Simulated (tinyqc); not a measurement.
# Changing the trap density Q_t

Model: grain-boundary trapping model (Seto) of a polycrystalline semiconductor film. Computed by tinyqc, a small Python program. Command: `OMP_NUM_THREADS=1 python tinyqc.py 3017135 3017136 out.jsonl poly sweep`. One thread of a shared host (Intel(R) Xeon(R) Processor @ 2.30GHz), about 0.01 s of CPU time with the checks.

Grains of equal size L are joined by thin boundaries with one trap level. Trapped carriers deplete a width W on each side and raise a barrier, crossed by thermionic emission. Dopants are fully ionised, statistics are non-degenerate and mu_g does not depend on T.

Inputs (values chosen for the exercise, modelled on polycrystalline silicon):
```
quantity                                     value        unit
permittivity eps                              11.7           -
effective mass m                              0.41         m_0
effective density of states at 300 K, N_c  1.9e+19      1/cm^3
grain size L                                   140          nm
trap level E_t below the band edge            0.22          eV
doping N                                   2.6e+16      1/cm^3
mobility inside the grains mu_g                 87  cm^2/(V s)
temperature T                                  200           K
```

Grain interior: resistance included.

Constants: k_B = 8.617333262e-05 eV/K; e = 1.602176634e-19 C; eps_0 = 8.8541878128e-12 F/m; m_0 = 9.1093837015e-31 kg; k_B = 1.380649e-23 J/K.

Method:
- N_c(T) = N_c (T/300 K)^(3/2). Filled traps Q = Q_t/(1 + (1/2) exp((E_t* - E_F)/k_B T)), where E_t* = e V_B - E_t and E_F are counted from the band edge at the grain centre. Partial depletion: Q = 2 N W, V_B = e N W^2/(2 eps eps_0), E_F = k_B T ln(N/N_c); solve for W. If that W would exceed L/2 the grain is fully depleted: W = L/2, Q = N L, and E_F follows from the trap equation. Centre density n_0 = N_c exp(E_F/k_B T).
- Boundary: sigma_b = L e^2 n_0 exp(-e V_B/k_B T)/sqrt(2 pi m k_B T); drift through the grain, depleted parts included: rho_g = [(1 - 2W/L) + (2W/L) int_0^1 exp(y^2 s^2) ds]/(e n_0 mu_g); rho = 1/sigma_b + rho_g. Mean carrier density n_av = n_0 [(1 - 2W/L) + (2W/L) (sqrt(pi)/2) erf(y)/y], y = sqrt(e V_B/k_B T); effective mobility 1/(e n_av rho).
- E_a = d ln(rho)/d(1/k_B T) from T - 5 K and T + 5 K; temperature coefficient d ln(rho)/dT.

One run for each value; columns: (1) trap density Q_t (1/cm^2); (2) resistivity rho (ohm cm); (3) barrier V_B (V); (4) effective mobility (cm^2/(V s)); (5) activation energy E_a (eV):
```
(1)             (2)      (3)    (4)     (5)
2.10e+11  5.279e+00  0.03255  58.55  0.0156
3.40e+11  3.725e+01  0.07772  13.39  0.1039
5.30e+11  2.880e+02  0.09852   5.94  0.2286
8.50e+11  8.431e+02  0.09852   5.94  0.2286
1.30e+12  1.624e+03  0.09852   5.94  0.2286
2.10e+12  3.012e+03  0.09852   5.94  0.2286
3.40e+12  5.267e+03  0.09852   5.94  0.2286
5.40e+12  8.736e+03  0.09852   5.94  0.2286
8.50e+12  1.411e+04  0.09852   5.94  0.2286
```

What does the table show, and why?

Over the rows, resistivity rho (ohm cm) rises from 5.28 to 14100 (exponent d ln y / d ln x 4.1 between the first rows and 1.1 between the last); barrier V_B (V) rises from 0.0325 to 0.0985, flat over part of the range; effective mobility (cm^2/(V s)) falls from 58.6 to 5.94, flat over part of the range. At the high end the exponent of barrier V_B is 0.00, close to 0: the barrier is set by N and L, or pinned by the trap level. Lowering Q_t, as passivation does, from the last row to the first cuts rho by 3.4 decades.

Caution (rows 2.10e11): e V_B is below 2 k_B T, where the depletion approximation fails and the mean density does not balance the trapped charge. Caution (rows 5.30e11, 8.50e11): n_0 is not small against N, so full depletion is a rough description.
